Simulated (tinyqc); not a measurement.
# Surface potential of a MOS transistor: implicit equation and explicit approximations: two studies

p-type body, charge-sheet picture, depletion and inversion only, full ionisation (an idealisation for deep acceptors), Boltzmann statistics (rough once Na exp(x - xn) passes about Nc/7). In units of Vt: xg = (Vg - Vfb)/Vt, x = psi/Vt, G = gamma/sqrt(Vt), xn = (2 phiF + Vc)/Vt. The implicit equation is (xg - x)^2 = G^2 [x - 1 + exp(x - xn)] for x above about 3. Cox = eps0 eox/tox.

Inputs (values chosen for the exercise); band and dielectric values close to those of silicon: temperature T = 300 K; band gap Eg = 1.14 eV; relative permittivity eps_r = 11.9; conduction-band density of states at T Nc = 2.79e19 cm^-3; valence-band density of states at T Nv = 2.63e19 cm^-3; relative permittivity of the gate insulator (close to silicon nitride) eox = 7.43; insulator thickness tox = 2.3 nm; acceptor density Na = 4.8e16 cm^-3; flat-band voltage Vfb = -0.83 V; channel-body voltage Vc = 0.5 V; gate-body voltage Vg = 1.22 V.

Constants: q = 1.602176634e-19 C, kB = 1.380649e-23 J/K, Vt = kB T/q, eps0 = 8.8541878128e-14 F/cm where lengths are in cm. Results are converted to the units shown.

Each table varies one quantity; the others keep the values above.

## Accuracy of the approximations against gate voltage

ni = sqrt(Nc Nv) exp(-Eg/(2 Vt)), Eg in volts; phiF = Vt ln(Na/ni); gamma = sqrt(2 q eps0 eps_r Na)/Cox; VT = Vfb + Vt (xn + G sqrt(xn - 1)). Depletion value a = 1 + [sqrt(G^2/4 + xg - 1) - G/2]^2; inversion value b = xn + ln[(xg - xn)^2/G^2 - xn + 1] and first guess y = min(a, b) - ln(1 + exp(-|a - b|)) if a > xn + 1, else b = y = a; one second-order correction with D = exp(y - xn), p = 2 (xg - y) + G^2 (1 + D), w = (xg - y)^2 - G^2 (y - 1 + D): z = y + 2 w/(p + sqrt(p^2 - 2 (2 - G^2 D) w)), or the Newton step z = y + w/p where the root is not real. N_inv = (Cox Vt G/q) [sqrt(x - 1 + exp(x - xn)) - sqrt(x - 1)] at the root. Lambert form (Cox m Vt/q) W0[(G/(2 m sqrt(xn - 1))) exp((Vg - VT)/(m Vt))], m = 1 + G/(2 sqrt(xn - 1)). Errors under 1e-4 mV, and the linear form below VT, are printed as 0.

Result of one run:
```
Vg (V)  psi (V)  x - xn  error of y (mV)  error of z (mV)  N_inv (cm^-2)  Cox (Vg - VT)/q (cm^-2)  Lambert form (cm^-2)
0.93      1.498   7.161             28.4             10.4       3.722e12                 7.089e12              4.200e12
```

What becomes of these results when the gate-body voltage Vg is changed from 0.93 to 1.73 V, all else the same?

Result of the changed run:
```
Vg (V)  psi (V)  x - xn  error of y (mV)  error of z (mV)  N_inv (cm^-2)  Cox (Vg - VT)/q (cm^-2)  Lambert form (cm^-2)
1.73      1.567   9.862             11.9           -0.663       1.673e13                 2.137e13              1.780e13
```

The whole series:
```
Vg (V)  psi (V)   x - xn  error of y (mV)  error of z (mV)  N_inv (cm^-2)  Cox (Vg - VT)/q (cm^-2)  Lambert form (cm^-2)
0.13     0.9180   -15.26                0                0           2569                        0                  2083
0.33      1.114   -7.691          2.47e-4                0        4.497e6                        0               4.110e6
0.53      1.309  -0.1271            0.437                0        7.949e9                        0               7.974e9
0.73      1.448    5.246             33.6             12.6       1.051e12                 3.519e12              1.214e12
0.93      1.498    7.161             28.4             10.4       3.722e12                 7.089e12              4.200e12
1.13      1.524    8.202             20.8             6.14       6.803e12                 1.066e13              7.498e12
1.33      1.543    8.907             16.5            -2.72       1.004e13                 1.423e13              1.089e13
1.53      1.556    9.438             13.8            -1.19       1.336e13                 1.780e13              1.433e13
1.73      1.567    9.862             11.9           -0.663       1.673e13                 2.137e13              1.780e13
```

psi rises from 0.918 to 1.57 V and ends 9.9 Vt above 2 phiF + Vc. Among the rows the first guess is off by at most 34 mV (at Vg = 0.73 V) and the corrected value by at most 13 mV. In the last row the linear form is 28 % above N_inv and the Lambert form 6.4 % above it; in the first row the Lambert form is 19 % below it. For Vg = 0.73, 0.93, 1.13, 1.33, 1.53, 1.73 the electron quasi-Fermi level lies less than 2 Vt below the band edge at the surface, or above it, where degeneracy and confinement, left out, matter.

## Effect of the insulator thickness at fixed gate voltage

Same model as above.

Results:
```
tox (nm)  psi (V)  x - xn  error of y (mV)  error of z (mV)  N_inv (cm^-2)  Cox (Vg - VT)/q (cm^-2)  Lambert form (cm^-2)
0.77        1.585   10.54             23.9             7.92       2.382e13                 3.843e13              2.731e13
1           1.573   10.06             22.5             7.16       1.861e13                 2.938e13              2.108e13
1.4         1.557   9.454             20.9             6.26       1.348e13                 2.073e13              1.504e13
2           1.540   8.804             19.2             5.39       9.493e12                 1.424e13              1.044e13
2.7         1.526   8.252             17.9            -4.41       6.999e12                 1.032e13              7.607e12
3.7         1.511   7.667             16.6            -2.70       5.017e12                 7.284e12              5.393e12
6.9         1.480   6.476             14.3            -1.35       2.435e12                 3.488e12              2.568e12
```

Estimate the missing row, tox = 5 nm.

Computed row:
```
tox (nm)  psi (V)  x - xn  error of y (mV)  error of z (mV)  N_inv (cm^-2)  Cox (Vg - VT)/q (cm^-2)  Lambert form (cm^-2)
5           1.496   7.100             15.4            -1.87       3.586e12                 5.156e12              3.818e12
```

With this row back in the table: As tox goes from 0.77 to 6.9, psi falls from 1.58 to 1.48 V, x - xn falls from 10.5 to 6.48 and N_inv falls from 2.38e13 to 2.43e12 cm^-2. The Lambert form lies between 1.05 and 1.15 times N_inv. In every row the electron quasi-Fermi level lies less than 2 Vt below the band edge at the surface, or above it, where degeneracy and confinement, left out, matter.

Computed by the program tinyqc: `OMP_NUM_THREADS=1 python tinyqc.py 2122162 2122163 out.jsonl`, one thread of a shared Intel Xeon 2.30GHz, about 0.01 s for the whole run.
